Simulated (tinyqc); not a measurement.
Modes across the composition range: two-mode optical phonons of a ternary alloy from two coupled oscillators. Computed by tinyqc, a small Python program. Command: `OMP_NUM_THREADS=1 python tinyqc.py 3006938 3006939 out.jsonl twomode walk`. One thread of a shared host (Intel(R) Xeon(R) Processor @ 2.30GHz), about 0.01 s of CPU time with the checks.

An alloy A(x)B(1-x)C has an A-C and a B-C bond oscillator. Each TO frequency moves linearly from the impurity mode (dilute end) to the TO of the pure crystal; each strength is proportional to the number of bonds.

Inputs (values chosen for the exercise, modelled on GaAs(1-x)P(x), with A-C the GaP-like and B-C the GaAs-like bond):
```
quantity                  value  unit
omega_TO of pure AC       364.2  1/cm
omega_LO of pure AC       401.5  1/cm
omega_TO of pure BC       265.5  1/cm
omega_LO of pure BC       289.3  1/cm
eps_inf of AC              9.06     -
eps_inf of BC              10.9     -
impurity mode of A in BC  352.5  1/cm
impurity mode of B in AC    272  1/cm
```

Method:
- omega_1 = (impurity mode of A) + x (omega_TO,AC - impurity mode of A); omega_2 = (impurity mode of B) + (1 - x)(omega_TO,BC - impurity mode of B); eps_inf = x eps_AC + (1 - x) eps_BC; strengths W_1 = x eps_AC (omega_LO,AC^2 - omega_TO,AC^2), W_2 = (1 - x) eps_BC (omega_LO,BC^2 - omega_TO,BC^2).
- eps(omega) = eps_inf + W_1/(omega_1^2 - omega^2) + W_2/(omega_2^2 - omega^2) = 0 is the eigenproblem of the matrix [[omega_1^2 + W_1/eps_inf, sqrt(W_1 W_2)/eps_inf], [sqrt(W_1 W_2)/eps_inf, omega_2^2 + W_2/eps_inf]] for omega_LO^2.
- The polar coupling of mode j is c_j = (u_j . sqrt(W))^2/(eps_inf^2 omega_j^2), u_j its eigenvector and omega_j here its LO frequency; the c_j add up to 1/eps_inf - 1/eps_s. Froehlich constant alpha_j = (e^2/(4 pi eps_0)) c_j k_j/(2 E_j), E_j = h c omega_j, k_j = sqrt(m* E_j/(hbar^2/(2 m_0))).

Frequencies (1/cm):
```
x     TO, A-C  TO, B-C  lower LO  upper LO  coupling share of the upper LO   eps_s
0.02  352.734  265.630    288.78    353.62                         0.04137  12.904
0.10  353.670  266.150    286.84    357.97                         0.18693  12.752
0.20  354.840  266.800    284.67    363.19                         0.33580  12.561
0.35  356.595  267.775    281.78    370.69                         0.51432  12.273
0.50  358.350  268.750    279.22    377.96                         0.65787  11.984
0.65  360.105  269.725    276.88    385.08                         0.77801  11.693
0.80  361.860  270.700    274.71    392.13                         0.88136  11.402
0.90  363.030  271.350    273.33    396.81                         0.94305  11.207
0.98  363.966  271.870    272.26    400.56                         0.98895  11.050
```

What follows from these numbers?

The upper LO moves from 353.6 to 400.6 and the lower from 288.8 to 272.3 per cm. At each dilute end one LO-TO pair closes onto an impurity mode. The upper LO shifts by +0.48 per cm for each per cent of x near the middle, which is how Raman spectra measure composition. Its share of the polar coupling passes one half between x = 0.2 and 0.35.
